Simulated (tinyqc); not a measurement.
Course in time: spin coating of a resist or spin-on film: centrifugal thinning, evaporation and the final thickness (Emslie and Meyerhofer models). Computed by tinyqc, a small Python program. Command: `OMP_NUM_THREADS=1 python tinyqc.py 3113242 3113243 out.jsonl spincoat walk`. One thread of a shared host (Intel(R) Xeon(R) Processor @ 2.30GHz), about 0.1 s of CPU time with the checks.

A Newtonian film stays uniform over the wafer; solvent and solids have the same density and the concentration is uniform through the thickness.

Inputs (values chosen for the exercise, of the order of those of a polymer resist in an ester solvent):

| quantity | value | unit |
|---|---|---|
| solids volume fraction c0 | 0.14 | - |
| kinematic viscosity of the solvent nu_s | 1.2 | mm^2/s |
| viscosity constant k | 760 | mm^2/s |
| viscosity exponent gamma | 2.8 | - |
| spin speed f | 5000 | rpm |
| evaporation rate at 1000 rpm e0 | 0.051 | micrometre/s |
| starting thickness h0 | 300 | micrometre |
| wafer radius R | 100 | mm |
| shrinkage in the bake | 6.4 | % |

Method:
- omega = 2 pi f/60; nu(c) = nu_s + k c^gamma; evaporation rate e = e0 sqrt(f/1000 rpm).
- Flow constant K = 2 omega^2/(3 nu(c0)); Reynolds number of the air omega R^2/nu_air with nu_air = 15 mm^2/s.
- Meyerhofer estimate: flow rules until (1 - c0) K h^3 = e, then evaporation alone: h_w = (e/((1 - c0) K))^(1/3), dry film c0 h_w.
- Full model for solids s and liquid l per area, h = s + l, c = s/h: ds/dt = -c Q, dl/dt = -(1 - c) Q - e, Q = 2 omega^2 h^3/(3 nu(c)); integrated adaptively (relative tolerance 1e-9) until l = 0.
- Dry film = s at l = 0, before the bake; film after the bake = s x (1 - shrinkage).
- Times are fractions of the time to dry.

omega = 523.599 1/s

evaporation rate e = 0.114039 micrometre/s

dry film = 234.154 nm

dry film, estimate = 204.409 nm

History:

| fraction | t (s) | h (micrometre) | c | nu (mm^2/s) | Q/e | s (nm) |
|---|---|---|---|---|---|---|
| 0.003 | 0.043 | 16.423 | 0.14003 | 4.29 | 1.6543e+03 | 2299.7 |
| 0.010 | 0.145 | 9.003 | 0.14017 | 4.30 | 2.7195e+02 | 1262.0 |
| 0.030 | 0.434 | 5.194 | 0.14089 | 4.35 | 5.1686e+01 | 731.8 |
| 0.100 | 1.446 | 2.826 | 0.14553 | 4.64 | 7.7886e+00 | 411.3 |
| 0.200 | 2.892 | 1.964 | 0.15635 | 5.41 | 2.2436e+00 | 307.0 |
| 0.350 | 5.061 | 1.415 | 0.18176 | 7.62 | 5.9624e-01 | 257.2 |
| 0.500 | 7.230 | 1.084 | 0.22211 | 12.45 | 1.6404e-01 | 240.8 |
| 0.700 | 10.121 | 0.731 | 0.32143 | 32.87 | 1.9036e-02 | 234.9 |
| 0.900 | 13.013 | 0.399 | 0.58679 | 172.03 | 5.9213e-04 | 234.2 |

Q/e drops below 1 between t = 2.9 and 5.1 s, when c has risen from 0.14 to about 0.182; after that row the solids fall by a further 9 %. The full model gives 1.15 times the two-stage estimate. Caution: above a Reynolds number of about 3e5 the air flow near the rim turns turbulent, and evaporation is no longer uniform.
